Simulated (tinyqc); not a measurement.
On-chip interconnect, size-dependent resistivity and RC delay: delay against the space to the neighbouring lines.

A rectangular line between two neighbours and two ground planes. Surface and grain-boundary scattering are added to the bulk resistivity as corrections; capacitances are parallel-plate values without fringing; inductance is ignored.

Metal width x = wd - 2 tl, height y = AR wd - tl; grain boundaries (Mayadas-Shatzkes): al = (lam/(gr x)) Rg/(1 - Rg), g = 1/[1 - 3 al/2 + 3 al^2 - 3 al^3 ln(1 + 1/al)] - 1; surfaces (Fuchs-Sondheimer, thick limit): s = (3/8) lam (1 - ps)(1/x + 1/y); rho = rho0 (1 + g + s); r = rho/(x y); c = eps0 ek (2 wd/hd + 2 Mf AR wd/sp). Elmore delay tE = Rd (c Lw + Cl) + r Lw (c Lw/2 + Cl); t50 is the time at which the far end of a ladder of 30 pi sections (half capacitances at both ends, Cl at the far end, a step applied through Rd) reaches half the step; line share r Lw/(Rd + r Lw); estimate 0.69 Rd (c Lw + Cl) + 0.38 r c Lw^2 + 0.69 r Lw Cl.

Inputs (values chosen for the exercise); metal values close to those of tungsten: bulk resistivity rho0 = 5.42 uohm cm; bulk mean free path lam = 15.4 nm; specular share of surface scattering ps = 0; reflection coefficient of grain boundaries Rg = 0.36; grain size over the metal width gr = 1.5; drawn line width wd = 36 nm; aspect ratio, height over width AR = 2.6; liner on both walls and the bottom, not conducting tl = 0.7 nm; dielectric height to the planes above and below hd = 70 nm; relative permittivity of the dielectric ek = 3.9; Miller factor of the neighbours Mf = 1; line length Lw = 51 um; driver resistance Rd = 3000 ohm; load capacitance Cl = 3.2 fF.

Constants: eps0 = 8.8541878128e-12 F/m. Results are converted to the units shown.

The same in every row: rho (uohm cm) = 7.965; r (ohm/um) = 24.78; line share of the resistance (%) = 29.64.

Delay against the space to the neighbouring lines:
```
sp (nm)  c (fF/um)  tE (ps)  t50 (ps)  estimate (ps)
18          0.3946    86.74     61.75          60.74
25          0.2941    68.12     48.50          47.66
35          0.2202    54.43     38.75          38.06
48          0.1702    45.17     32.14          31.55
67          0.1320    38.09     27.09          26.58
93          0.1050    33.10     23.52          23.07
130        0.08524    29.43     20.89          20.50
180        0.07143    26.88     19.06          18.70
```

As sp goes from 18 to 180, r stays at 24.8 ohm/um, c falls from 0.395 to 0.0714 fF/um and t50 falls from 61.7 to 19.1 ps. t50/tE lies between 0.709 and 0.712, and the estimate is within 1.9 % of t50.

Numbers from tinyqc (`OMP_NUM_THREADS=1 python tinyqc.py 2100101 2100102 out.jsonl`; about 0.01 s on one thread of a shared Intel Xeon 2.30GHz).
